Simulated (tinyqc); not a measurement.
Inside a calculation. Model: gated two-dimensional channel with two bands, quantum capacitance.

Numbers from tinyqc (`OMP_NUM_THREADS=1 python tinyqc.py 2200062 2200063 out.jsonl`; about 0.01 s on one thread of a shared Intel Xeon 2.30GHz). Printed values are rounded.

phi is the Fermi level above the lowest band edge, in volts; Vg is counted from the gate voltage at which an empty channel would have phi = 0. The channel has no thickness; trap charge is -q Dit phi.

Inputs (values chosen for the exercise); lowest band close to that of a thin In0.53Ga0.47As body:

| symbol | value | unit | meaning |
|---|---|---|---|
| T | 77 | K | temperature |
| eox | 3.9 |  | relative permittivity of the gate insulator (close to silicon dioxide) |
| tox | 16 | nm | insulator thickness |
| md | 0.0473 | m0 | in-plane mass |
| gv | 1 |  | valley degeneracy |
| m2 | 0.063 | m0 | in-plane mass of a second band, chosen freely |
| g2 | 1 |  | valley degeneracy of that band, chosen freely |
| E2 | 0.18 | eV | second band edge above the first |
| Dit | 1.8e12 | cm^-2 eV^-1 | density of traps |
| Vg | 0.06 | V | gate voltage |

Constants: q = 1.602176634e-19 C, kB = 1.380649e-23 J/K, hbar = 1.054571817e-34 J s, m0 = 9.1093837015e-31 kg, Vt = kB T/q, eps0 = 8.8541878128e-14 F/cm where lengths are in cm. Results are converted to the units shown.

## Gate capacitance

Cox = eps0 eox/tox.

Cox = 0.2158208 uF/cm^2

## Starting value

phi = Vg.

phi at the start = 0.06 V

## Iteration 1: new phi

D1 = gv md m0 q/(pi hbar^2), D2 = g2 m2 m0 q/(pi hbar^2) per eV; n1 = D1 Vt ln(1 + exp(phi/Vt)), n2 = D2 Vt ln(1 + exp((phi - E2)/Vt)), n = n1 + n2; Cq = q dn/dphi = q [D1/(1 + exp(-phi/Vt)) + D2/(1 + exp((E2 - phi)/Vt))]. Newton: f = phi + q (n + Dit phi)/Cox - Vg, phi(new) = phi - f/(1 + (Cq + q Dit)/Cox).

n1 = 1.185537e12 cm^-2
n2 = 2442.877 cm^-2
Cq = 3.165318 uF/cm^2
f = 0.9602759 V
phi after iteration 1 = 0.003522059 V

## Iteration 2: new phi

As before.

n1 = 1.302355e11 cm^-2
n2 = 0.4912769 cm^-2
Cq = 1.993343 uF/cm^2
f = 0.04491059 V
phi after iteration 2 = -3.587922e-4 V

## Course of the iteration

Stop when the step is below 1e-10 V, or after 40 iterations.

Course of the iteration:
```
iteration,phi before the step (V),step (V)
1,0.06,-0.0565
2,0.003522059,-3.88e-3
3,-3.587922e-4,-4.25e-4
4,-7.841198e-4,-5.40e-6
5,-7.895232e-4,-8.71e-10
6,-7.895241e-4,< 1e-14
```

Converged in 6 iterations.

## Charge and capacitances at the solution

converged phi = -7.895241e-4 V

D1 = gv md m0 q/(pi hbar^2), D2 = g2 m2 m0 q/(pi hbar^2) per eV; n1 = D1 Vt ln(1 + exp(phi/Vt)), n2 = D2 Vt ln(1 + exp((phi - E2)/Vt)), n = n1 + n2; Cq = q dn/dphi = q [D1/(1 + exp(-phi/Vt)) + D2/(1 + exp((E2 - phi)/Vt))]. 1/C_G = 1/Cox + 1/(Cq + q Dit); dphi/dVg = Cox/(Cox + Cq + q Dit).

n = 8.330753e10 cm^-2
Cq = 1.488788 uF/cm^2
C_G = 0.1924497 uF/cm^2
dphi/dVg = 0.1082894

C_G is 89.2 % of Cox.
